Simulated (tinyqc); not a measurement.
# Gap and voltage scale from two read currents

Inverse problem. I = I0 exp(-g/g0) sinh(Vd/V0) at a fixed gap. Find V0 and g.

Inputs (values chosen for the exercise): current scale I0 = 0.69 mA; tunnelling length g0 = 0.27 nm.

I at Vd = 0.1 and 0.6 V (uA): [0.62537976, 6.6801006]

Answer. The ratio of the currents depends on V0 alone and falls steadily as V0 grows; either current then gives g.

V0 = 0.300 V
g = 1.60 nm

Program tinyqc, `OMP_NUM_THREADS=1 python tinyqc.py 2880147 2880148 out.jsonl`; Intel Xeon 2.30GHz, shared host, one thread, about 0.1 s.
